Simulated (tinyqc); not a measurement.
Oxide trap near a transistor channel: two-state multiphonon kinetics, telegraph noise and bias instability. From emission time tau_e back to temperature T. Computed by tinyqc, a small Python program. Command: `OMP_NUM_THREADS=1 python tinyqc.py 3027168 3027169 out.jsonl oxidetrap inv`. One thread of a shared host (Intel(R) Xeon(R) Processor @ 2.30GHz), about 0.01 s of CPU time with the checks.

An n-channel device under positive gate bias. The trap is empty (state 1) or holds an electron (state 2); both states are parabolas of equal curvature, and the electron reservoir is taken at the Fermi level of the channel.

Inputs (values chosen for the exercise, with an insulator like HfO2 on silicon):
```
quantity                                value   unit
trap depth x from the interface          0.78     nm
tunnel barrier phi_b                     1.45     eV
tunnelling mass m_ox                     0.18    m_0
trap level above E_F at zero field E_t   0.14     eV
relaxation energy E_R                    0.89     eV
oxide field F                             1.8  MV/cm
attempt rate k_0 at the interface       5e+12    1/s
```

Parts treated: one trap.

Constants: hbar^2/(2 m_0) = 3.80998212 eV angstrom^2; k_B = 8.617333262e-05 eV/K.

Method. kappa = sqrt(2 m_ox phi_b)/hbar = sqrt(m_ox phi_b/(hbar^2/2m_0)); attenuation length lambda = 1/(2 kappa); factor exp(-x/lambda) for a rectangular barrier. E_21 = E_t - e F x is the energy of state 2 over state 1; barriers E_c = (E_R + E_21)^2/(4 E_R), E_e = E_c - E_21; tau_c = exp(E_c/k_B T)/(k_0 P), tau_e = exp(E_e/k_B T)/(k_0 P), P the tunnelling factor; occupation f_2 = tau_e/(tau_c + tau_e); 1/tau_0 = 1/tau_c + 1/tau_e.

Problem. A run gave the result below. Find the temperature T, known to lie between 250 and 330 K.

emission time tau_e = 1.00629e-07 s

Solution.

Each step takes the trial c = (a f_b - b f_a)/(f_b - f_a), f being the result less the target and a, b, c the logarithms of the listed values; c replaces end b, the old b replaces a if the sign of f changed, and otherwise f_a is halved.

Scan of the range:
```
temperature T (K)  emission time tau_e (s)
250                            3.66190e-07
262                            2.28078e-07
274                            1.48071e-07
287                            9.65892e-08
301                            6.35386e-08
315                            4.33825e-08
330                            2.98785e-08
```

False position (Illinois rule, in the logarithm of the input) inside the bracket:
```
step    end a    end b    trial  emission time tau_e (s)
1     274.000  287.000  285.958              9.98112e-08
2     274.000  285.958  285.551              1.01105e-07
3     285.958  285.551  285.701              1.00627e-07
4     285.551  285.701  285.700              1.00629e-07
5     285.551  285.700  285.700              1.00629e-07
6     285.700  285.700  285.700              1.00629e-07
```

Emission time tau_e falls at every point of a 13-point scan of the range (every second point is shown), so one value fits; it is bracketed by 274 and 287. Answer: temperature T = 285.7 K.
